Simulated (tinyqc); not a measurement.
# Worked calculation: programming of a floating-gate cell by Fowler-Nordheim tunnelling

Computed by the program tinyqc: `OMP_NUM_THREADS=1 python tinyqc.py 2130093 2130094 out.jsonl`, one thread of a shared Intel Xeon 2.30GHz, about 0.01 s for the whole run. Printed values are rounded.

Per tunnel area the floating gate has Ctun = 3.9 eps0/tox to the channel (0 V) and Ccg to the control gate, Ct = Ctun/(1 - ag), no other coupling. With the threshold shift U = -Q/Ccg the field is F = ag (Vg - U)/tox, and dU/dt = J/Ccg. Fowler-Nordheim: J = A F^2 exp(-B/F), A = q^2/(16 pi^2 hbar mo phi) (times 1e14 for A/cm^2 with F in V/nm, emitter mass m0), B = (4/3) sqrt(mo/C) phi^1.5, C = hbar^2/(2 m0).

Values chosen for this exercise; oxide values close to those of silicon dioxide:
- phi = 3.09 eV (tunnel barrier)
- mo = 0.44 m0 (tunnelling mass)
- tox = 9.4 nm (tunnel oxide thickness)
- ag = 0.71 (coupling ratio Ccg/Ct)
- ar = 870 nm^2 (tunnel area)
- Vt0 = -0.8 V (threshold shift at the start)
- Vg = 13.9 V (control-gate voltage)
- dt = 9.4 us (time step)
- n = 11 (steps)

Constants: q = 1.602176634e-19 C, hbar = 1.054571817e-34 J s, m0 = 9.1093837015e-31 kg, eps0 = 8.8541878128e-14 F/cm where lengths are in cm, hbar^2/(2 m0) = 0.0380998212 eV nm^2. Results are converted to the units shown.

Range of the model: Programming fields of 10 MV/cm and more wear the oxide; trapping and the channel potential are ignored.

## Constants of the cell

A, B, Ccg = ag Ct, the starting field and current, K = A B ag/(Ccg tox), and the knee time t0 = exp(B/F(0))/K.

A = 1.133741e8 A cm^-2 (V/nm)^-2
B = 24.61168 V/nm
Ccg = 0.8993854 uF/cm^2
F(0) = 1.110319 V/nm
J(0) = 0.03301423 A/cm^2
K = 2.343364e14 1/s
t0 = 18.06627 us
electrons for 1 V of shift = 48.83764

## Explicit time steps against the exact solution

U(new) = U + dt J(F(U))/Ccg. Exact: exp(B/F(t)) = exp(B/F(0)) + K t, K = A B ag/(Ccg tox), and U = Vg - tox F/ag.

```
step,t (us),F (V/nm),J (A/cm^2),U by steps (V),U exact (V)
0,0,1.110319,0.03301423,-0.8000000,-0.8000000
1,9.4,1.084257,0.01847872,-0.4549490,-0.5273436
2,18.8,1.069669,0.01319674,-0.2618172,-0.3417404
3,28.2,1.059251,0.01032019,-0.1238904,-0.2017579
4,37.6,1.051104,0.008487267,-0.0160280,-0.0897745
5,47,1.044404,0.007210690,0.0726773,0.0033201
6,56.4,1.038712,0.006268220,0.1480404,0.0828370
7,65.8,1.033764,0.005542934,0.2135532,0.1521384
8,75.2,1.029388,0.004967106,0.2714857,0.2134842
9,84.6,1.025467,0.004498667,0.3233998,0.2684651
10,94,1.021915,0.004110053,0.3704180,0.3182420
11,103.4,1.018671,0.003782426,0.4133745,0.3636874
```

The steps run ahead by 72.4 mV after the first and 49.7 mV after the last, as each uses the larger current of its start; the step is 0.52 of the knee time t0. The overshoot lowers the field, so later steps gain less than the exact curve and the error ends smaller than after the first step.
